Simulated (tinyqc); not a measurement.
Conductance of a narrow metal strip with scatterers (square lattice, Green functions), step by step. Values are carried at full precision from step to step, so a last printed digit may differ when a step is redone from the rounded ones.

A strip of W sites across with hard walls, site energy 0 and hopping -t. Mode n = 1 to W has profile chi_n(j) = sqrt(2/(W + 1)) sin(n j pi/(W + 1)) and energy en = -2t cos(n pi/(W + 1)); E = en - 2t cos(kn a). With z_n = exp(i kn a) (Im k > 0 for closed modes, |z| < 1) each lead gives the self-energy -t z_n in mode n. One column carries the site energies v, here one foreign atom. In the mode basis V_nm = sum_j chi_n(j) v_j chi_m(j), G = (E - en + 2 t z_n - V)^-1, and t_nm = 2t sqrt(sin(kn a) sin(km a)) G_nm in size for open modes. T = sum |t_nm|^2, conductance (2e^2/h) T.

Constants: e^2/h = 3.874045865e-05 S.

Parameters, chosen for this exercise (hopping and spacing of the size met in Cu or Al; the lattice is a model; not measured data):
```
symbol  value        unit      meaning
t       1.31         eV        hopping
a       2.9          angstrom  spacing
W       3                      sites across
E       0.94         eV        Fermi energy
v       (4.5, 0, 0)  eV        site energies in the scattering column
```

## Modes at the Fermi energy

For each n: en, cos(kn a) = (en - E)/(2t), z_n and the velocity 2 t a sin(kn a) (zero if closed).

Modes:
```
n  en (eV)  cos(k a)                  z  dE/dk (eV angstrom)
1  -1.8526  -1.06589           -0.69695               0.0000
2   0.0000  -0.35878  -0.35878+0.93342i               7.0921
3   1.8526   0.34833   0.34833+0.93737i               7.1222
```

2 of 3 modes are open, so the clean strip has a resistance of 6453 ohm, whatever its length.

## The scatterer in the mode basis

Form V_nm.

V (eV), rows n=1, n=2, n=3 and columns alike:
```
[[1.1250, 1.5910, 1.1250],
 [1.5910, 2.2500, 1.5910],
 [1.1250, 1.5910, 1.1250]]
```

A single site couples every mode that has amplitude on it.

## Green function and transmission

E - en + 2 t z_n = 2t (z_n - cos(kn a)). Invert, form |t_nm|^2 = (2t)^2 Im(z_n) Im(z_m) |G_nm|^2 and sum. The added resistance is 1/(2 (e^2/h) T) less the same for the clean strip.

G (1/eV), rows n=1, n=2, n=3 and columns alike:
```
[[0.9321-0.8615i, -0.4816+0.0573i, -0.3391+0.0403i],
 [-0.4816+0.0573i, 0.0320-0.1397i, 0.0225+0.1895i],
 [-0.3391+0.0403i, 0.0225+0.1895i, 0.0159-0.2737i]]
```

|t_nm|^2, rows n=1, n=2, n=3 and columns alike:
```
[[0, 0, 0],
 [0, 0.1229, 0.2188],
 [0, 0.2188, 0.4534]]
```

T = 1.0139
added resistance = 6276 ohm

Mode 2 passes least (0.342) and mode 3 most (0.672); 43.2 % of the transmitted flux changes mode.

## Checks

- Transmitted plus reflected flux against the number of open modes: both 2.00000.

(tinyqc, `OMP_NUM_THREADS=1 python tinyqc.py 1451582 1451583 out.jsonl`, Intel(R) Xeon(R) Processor @ 2.30GHz, 1 thread, shared host, about 0.01 s.)
